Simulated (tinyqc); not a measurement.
Comparisons within one model: donor level screened by free carriers (Yukawa potential). A value that a table varies takes the place of the one given here.

Potential -(q/(eps r)) exp(-ks r), q = e^2/(4 pi eps0). In units Ry* = Ry m/eps^2 and a* = a0 eps/m the problem is [-Laplacian - 2 exp(-x r)/r] psi = E psi with x = ks a*.

Converged values use 18 functions exp(-z r), z = 1.55^i, i = -11 to 6: S = 2/A^3, H = z_i z_j S - 2/(A + x)^2, A = z_i + z_j.

Screening wave number: Debye ks^2 = 4 pi q n/(eps kB T); Thomas-Fermi ks^2 = 6 pi q n/(eps EF) with EF = c (3 pi^2 n/gv)^(2/3)/m, c = hbar^2/2m0; the two are joined by 1/ks^2 = sqrt(1/ks_D^4 + 1/ks_TF^4). 1e18/cm^3 = 1e-6/angstrom^3, q = e^2/(4 pi eps0).

Constants: e^2/(4 pi eps0) = 14.39964547 eV angstrom; kB = 8.617333262e-05 eV/K; hbar^2/2m0 = 3.80998211 eV angstrom^2; Ry = 13.60569312 eV; a0 (Bohr radius) = 0.5291772105 angstrom.

Parameters, chosen for this exercise (near those of a donor in 4H SiC, with one mean mass; not measured data):
- xs = (0.07, 0.17, 0.24, 0.58, 0.73, 0.94, 1.02) (values of x)
- m = 0.377 m0 (mass)
- eps = 9.5 (dielectric constant)
- gv = 3 (valleys)
- T = 400 K (temperature)
- nl = (0.011, 0.036, 0.11, 0.36, 1.1, 3.6, 11) x 1e18/cm^3 (densities)
- n = 0.36 x 1e18/cm^3 (free-carrier density)

## Towards the loss of the bound state

First order (-1 + 2x), one-parameter (minimum of z^2 - 8 z^3/(2z + x)^2) and converged 1s energies in Ry*, and the mean radius in a*; a dash marks an unbound result.

Results:

| x | first order | trial function | converged | <r> |
|---|---|---|---|---|
| 0.07 | -0.8600 | -0.8670 | -0.8670 | 1.51 |
| 0.17 | -0.6600 | -0.6992 | -0.6993 | 1.54 |
| 0.24 | -0.5200 | -0.5955 | -0.5958 | 1.57 |
| 0.58 | - | -0.2228 | -0.2278 | 1.93 |
| 0.73 | - | -0.1162 | -0.1259 | 2.29 |
| 0.94 | - | -0.0176 | -0.0359 | 3.52 |
| 1.02 | - | - | -0.0164 | 4.78 |

First order loses the state at x = 0.5, the trial function reaches zero energy at x = 1.00, and the exact limit is 1.19. The radius starts at 1.5 a*, grows slowly at first (1.57 at x = 0.24), then steadily, and swells towards the end (4.8 at 1.02), where a single exponential fails: the binding vanishes as the square of the distance from 1.19.

## Binding against carrier density

Ry* = 56.8349 meV
a* = 13.335 angstrom

x from the joined ks; converged 1s binding (dash: x above 1.17, at or past the limit 1.19 where the state unbinds).

Results:

| n (1e18/cm^3) | EF/kB T | 1/ks (angstrom) | x | binding (meV) | n^(1/3) a* |
|---|---|---|---|---|---|
| 0.011 | 0.01 | 405.6 | 0.033 | 53.19 | 0.030 |
| 0.036 | 0.01 | 224.2 | 0.059 | 50.36 | 0.044 |
| 0.11 | 0.03 | 128.3 | 0.104 | 45.88 | 0.064 |
| 0.36 | 0.07 | 70.9 | 0.188 | 38.18 | 0.095 |
| 1.1 | 0.14 | 40.7 | 0.328 | 27.29 | 0.138 |
| 3.6 | 0.32 | 22.7 | 0.588 | 12.58 | 0.204 |
| 11 | 0.67 | 13.4 | 0.994 | 1.25 | 0.297 |

The binding falls from 53.2 to 1.2 meV (bare value 56.8); it passes half the bare value between 0.36 and 1.1 x 1e18/cm^3. The level is still bound in the last row. x grows with exponent 0.50 in n at the start and 0.47 at the end (1/2 for Debye, 1/6 for Thomas-Fermi screening). The level survives to n^(1/3) a* = 0.30, past the 0.26 of the Mott rule, which corresponds to x = 1 for one valley with degenerate screening; here the level lasts until x = 1.19, the screening is at most the degenerate value, and overlap of donors is left out.

## What each parameter does

Ry* = Ry m/eps^2, a* = a0 eps/m, x = ks a* with the joined ks; converged binding. Each row changes one parameter from the base and keeps the others.

Results:

| case | 1/ks (angstrom) | x | binding in Ry* | binding (meV) |
|---|---|---|---|---|
| base | 70.9 | 0.188 | 0.672 | 38.18 |
| n = 0.18 x 1e18/cm^3 | 100.3 | 0.133 | 0.759 | 43.11 |
| T = 370 K | 68.2 | 0.195 | 0.660 | 37.54 |
| m = 0.422 m0 | 70.9 | 0.168 | 0.703 | 44.69 |
| eps = 8.7 | 67.9 | 0.180 | 0.684 | 46.35 |
| gv = 4 | 70.9 | 0.188 | 0.672 | 38.17 |

The largest shifts from the base row, up to three for each result and ties (the steps differ in size, so this ranks the rows, not the parameters). 1/ks (angstrom): n +29.4, eps -3.1, T -2.7; unchanged at the printed digits by m and gv. x: n -0.055, m -0.020, eps -0.008; unchanged at the printed digits by gv. binding in Ry*: n +0.087, m +0.031, eps +0.012; unchanged at the printed digits by gv. binding (meV): eps +8.18, m +6.52, n +4.94.

Program tinyqc; command `OMP_NUM_THREADS=1 python tinyqc.py 1280661 1280662 out.jsonl`; about 0.01 s on one thread of a shared Intel(R) Xeon(R) Processor @ 2.30GHz.
